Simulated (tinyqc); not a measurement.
Admittance spectroscopy of a deep trap: two steps of the calculation.

Schottky contact on an n-type layer with shallow donors Nd (all ionised) and a donor-like deep trap, neutral when filled and positive when empty; depletion approximation. Traps within lam of the depletion edge stay filled. The traps at xt = W - lam, where the level crosses the Fermi level, follow a slow signal and not a fast one. w = 2 pi f.

Inputs (values chosen for the exercise); material values close to those of silicon: relative permittivity eps_r = 11.5; conduction-band density of states at 300 K Nc = 2.78e19 cm^-3; thermal velocity at 300 K vth = 2.3e7 cm/s; shallow donor density Nd = 3e15 cm^-3; built-in voltage Vbi = 0.58 V; depth of the trap below the conduction edge Et = 0.27 eV; capture cross-section sn = 3.3e-17 cm^2; trap density Nt = 1.4e15 cm^-3; reverse bias Vr = 0 V; signal frequency f = 37000 Hz; temperature T = 258 K.

Constants: q = 1.602176634e-19 C, kB = 1.380649e-23 J/K, eps0 = 8.8541878128e-14 F/cm where lengths are in cm. Results are converted to the units shown.

Problem 1. Widths and limiting capacitances. lam = sqrt(2 eps0 eps_r (EF - ET)/(q Nd)), EF - ET = Et - (kB T/q) ln(Nc(T)/Nd), Nc(T) = Nc (T/300 K)^1.5. In the steady state at the band bending V, 2 eps0 eps_r V/q = Nd W^2 + Nt (W - lam)^2 (the second term only if W > lam). V = Vbi + Vr. C_HF = eps0 eps_r/W, C_LF = eps0 eps_r (Nd + Nt)/(Nd W + Nt xt).

Find: lam; W; xt; C_HF; C_LF.

Solution 1.

lam = 174.6 nm
W = 456.7 nm
xt = 282.1 nm
C_HF = 22.29 nF/cm^2
C_LF = 25.38 nF/cm^2

The step is 13.8 % of C_HF.

Problem 2. Admittance at the signal frequency. Emission rate en = sn vth(T) Nc(T) exp(-Et/kB T) = sn g T^2 exp(-Et/kB T), g = vth Nc/(300 K)^2, as vth goes as T^0.5 and Nc as T^1.5 (degeneracy factor 1). Inflection frequency w0 = 2 en [1 + Nt xt/(Nd W)]; C = C_HF + (C_LF - C_HF)/(1 + (w/w0)^2), G/w = (C_LF - C_HF)(w/w0)/(1 + (w/w0)^2).

W = 456.72204 nm
xt = 282.12198 nm
C_HF = 22.294339 nF/cm^2
C_LF = 25.381709 nF/cm^2

Give: en; w0/(2 pi); C; G/w.

Solution 2.

en = 83004 1/s
w0/(2 pi) = 34037 Hz
C = 23.709 nF/cm^2
G/w = 1.5383 nF/cm^2

The signal lies near the inflection, where the loss is largest.

Program tinyqc, `OMP_NUM_THREADS=1 python tinyqc.py 2050057 2050058 out.jsonl`; Intel Xeon 2.30GHz, shared host, one thread, about 0.01 s.
